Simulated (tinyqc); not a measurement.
## Pinning of the barrier by interface states

Cowley-Sze model with the space charge neglected: phiB = S (phiM - chi) + (1 - S)(Eg - phi0), S = 1/(1 + q Dit dl/(eps0 ei)), dl in cm.

Inputs (values chosen for the exercise); band and dielectric values those of a made-up semiconductor:
- Eg = 1.21 eV (band gap)
- chi = 5.17 eV (electron affinity)
- dl = 0.3 nm (thickness of the interfacial layer)
- ei = 1 (relative permittivity of the interfacial layer)
- phi0 = 0.41 eV (neutral level above the valence band)
- phiM = 6.19 eV (metal work function)

Constants: q = 1.602176634e-19 C, eps0 = 8.8541878128e-14 F/cm where lengths are in cm. Results are converted to the units shown.

Pinning of the barrier by interface states:

| Dit (cm^-2 eV^-1) | S | phiB (eV) | change of phiB for 0.5 eV more work function (eV) |
|---|---|---|---|
| 1e11 | 0.9946 | 1.019 | 0.4973 |
| 3e11 | 0.9840 | 1.016 | 0.4920 |
| 1e12 | 0.9485 | 1.009 | 0.4743 |
| 3e12 | 0.8600 | 0.9892 | 0.4300 |
| 1e13 | 0.6481 | 0.9426 | 0.3241 |
| 3e13 | 0.3804 | 0.8837 | 0.1902 |
| 1e14 | 0.1556 | 0.8342 | 0.07778 |
| 3e14 | 0.05785 | 0.8127 | 0.02893 |
| 1e15 | 0.01809 | 0.8040 | 0.009044 |

What does the comparison show?

S falls from 0.995 to 0.0181, passing 1/2 at Dit = eps0 ei/(q dl) = 1.84e13 cm^-2 eV^-1. The barrier falls from 1.02 to 0.804 eV, from near the Schottky-Mott value phiM - chi = 1.02 eV towards the pinned value Eg - phi0 = 0.800 eV.

Program tinyqc, `OMP_NUM_THREADS=1 python tinyqc.py 2020130 2020131 out.jsonl`; Intel Xeon 2.30GHz, shared host, one thread, about 0.06 s.
